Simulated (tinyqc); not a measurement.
Gaps across the alloy: virtual-crystal alloy in the empirical-pseudopotential method.

Empirical pseudopotential on the fcc lattice, atoms at +/- tau, tau = a (1,1,1)/8, no spin-orbit coupling. H(G,G') = c (2 pi/a)^2 |k + G|^2 delta + VS(q) cos(q.tau) + i VA(q) sin(q.tau), q = G - G', c = hbar^2/2m0; k and G in units of 2 pi/a; VS at |q|^2 = 3, 8, 11 and VA at 3, 4, 11, in rydberg, zero elsewhere. At each k the basis holds all G with |k + G|^2 up to 16; energies are counted from the fourth level at Gamma.

Virtual crystal A(1-x)B(x): a = (1 - x) a_A + x a_B. Rule linear: V = (1 - x) V_A + x V_B. Rule volume: V = [(1 - x) a_A^3 V_A + x a_B^3 V_B]/a^3, since a form factor is an atomic potential divided by the cell volume.

Constants: hbar^2/2m0 = 3.80998211 eV angstrom^2; Ry = 13.60569312 eV.

Parameters, chosen for this exercise (classic local form factors of the size used for Si (A) and Ge (B), which place X and L only to a few tenths of an eV; not measured data): a = (5.432, 5.66) angstrom (lattice constants of A, B); VSA = (-0.208, 0.04, 0.081) Ry (symmetric form factors of A); VAA = (0, 0, 0) Ry (antisymmetric form factors of A); VSB = (-0.226, 0.011, 0.06) Ry (symmetric form factors of B); VAB = (0, 0, 0) Ry (antisymmetric form factors of B); rule = linear (mixing rule).

Gaps from the valence top to the fifth band at Gamma, at L = (1/2,1/2,1/2) and at the lowest of k = (f,0,0), f = 0.70, 0.75, ..., 1.00. Bowing C = 4 [(E(0) + E(1))/2 - E(1/2)].

Gaps (eV):
```
x      Gamma  Delta/X  f of the minimum      L   lowest
0.000  3.347    0.748              0.85  1.841  Delta/X
0.167  3.357    0.780              0.85  1.701  Delta/X
0.333  3.147    0.811              0.85  1.555  Delta/X
0.500  2.707    0.839              0.85  1.403  Delta/X
0.667  2.257    0.865              0.85  1.247  Delta/X
1.000  1.332    0.911              0.85  0.919  Delta/X
```

Give the missing row, x = 0.833.

Computed row:
```
x      Gamma  Delta/X  f of the minimum      L   lowest
0.833  1.799    0.889              0.85  1.085  Delta/X
```

bowing (eV): Gamma -1.468, Delta/X -0.039, L -0.093

The lowest valley is Delta/X throughout. From A to B the Gamma gap moves by -2.02 eV, L by -0.92 eV and Delta/X by +0.16 eV; a move of Delta/X below about 0.4 eV is within the error of such form factors, sign included. The virtual crystal holds no disorder and no bond relaxation, so its bowing comes from the non-linear dependence on the mean potential and volume alone, and it may differ from measured bowing, which is positive in these alloys, in size and even in sign; crossings move with it; where the character of the fifth band at Gamma changes along x, its value mixes two levels. Real Ge has its lowest valley at L; this set misplaces it.

Program tinyqc; command `OMP_NUM_THREADS=1 python tinyqc.py 1080698 1080699 out.jsonl`; about 0.2 s on one thread of a shared Intel(R) Xeon(R) Processor @ 2.30GHz.
